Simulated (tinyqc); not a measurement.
Worked calculation: pi bands of a honeycomb layer in tight binding. Values are carried at full precision from step to step, so a last printed digit may differ when a step is redone from the rounded ones.

Lattice vectors a (1,0) and a (1/2, sqrt3/2); f = exp(i ky a/sqrt3) + 2 cos(kx a/2) exp(-i ky a/(2 sqrt3)), w = |f|. H = [[D - t2 F, -t f], [., -D - t2 F]] with F = w^2 - 3, S = [[1, s0 f], [., 1]]; the levels solve det(H - E S) = 0. K = (4 pi/3a, 0), M = (pi/a, pi/(sqrt3 a)); w = 3, 1, 0 at Gamma, M, K.

Constants: hbar = 6.58211957e-16 eV s; hbar^2/2m0 = 3.80998211 eV angstrom^2.

Inputs chosen for the exercise (of the size used for hexagonal BN; shifted at random, so the results belong to these values and not to a real crystal): a = 2.5 angstrom (lattice constant); t = 2.45 eV (nearest hopping); t2 = 0.15 eV (second-neighbour hopping); s0 = 0 (overlap of neighbours); D = 2.92 eV (+D on A, -D on B); k = (0.24, 0.16) 1/angstrom (wave vector).

## H and S at one k

Form f, w, F and the two matrices.

f = 2.87140+0.00876i
w = 2.87141
F = 5.24502

H (eV):
```
                 A                B
A           2.1332  -7.0349-0.0215i
B  -7.0349+0.0215i          -3.7068
```

S:
```
         A        B
A  1.00000        0
B        0  1.00000
```

## The secular equation

det(H - E S) = 0 reads (e - E)^2 - D^2 - (t + s0 E)^2 w^2 = 0 with e = -t2 (w^2 - 3), that is c2 E^2 + 2 c1 E + c0 = 0 with c2 = 1 - s0^2 w^2, c1 = -(e + t s0 w^2), c0 = e^2 - D^2 - t^2 w^2.

c2, c1, c0: 1.0000  0.7868  -57.3982

levels (eV): -8.4037  6.8301

## Levels at Gamma, M and K

Solve the quadratic (e - E)^2 - D^2 - (t + s0 E)^2 w^2 = 0 with e = -t2 (w^2 - 3), for w = 3, 1, 0.

Levels (eV):
```
point  w    lower   upper  difference
Gamma  3  -8.8088  7.0088     15.8176
M      1  -3.5117  4.1117      7.6234
K      0  -2.4700  3.3700      5.8400
```

Measured from the middle of the levels at K (0.450 eV), the upper band reaches 6.559 eV and the lower -9.259 eV at Gamma: the lower band is the wider; overlap stretches the upper band and positive t2 the lower. In the real layer the upper band is the wider one. The saddle points at M give the absorption peak at 7.623 eV in this one-electron picture.

## Near K

w = (sqrt3/2) a q to first order in the distance q from K. Effective hopping t* = t + 3 t2 s0, hbar v = (sqrt3/2) a t*, v in m/s = hbar v x 1e-10/hbar; band-edge masses follow from E^2 = D^2 + (hbar v q)^2 when t2 = s0 = 0: m/m0 = 2 c D/(hbar v)^2, c = hbar^2/2m0.

hbar v = 5.3044 eV angstrom
v = 8.059e+05 m/s
mass = 0.7908 m0

## Checks

- Roots of the quadratic against the generalised eigenproblem: they agree to 1e-10 or better.

Program tinyqc; command `OMP_NUM_THREADS=1 python tinyqc.py 1480533 1480534 out.jsonl`; about 0.01 s on one thread of a shared Intel(R) Xeon(R) Processor @ 2.30GHz.
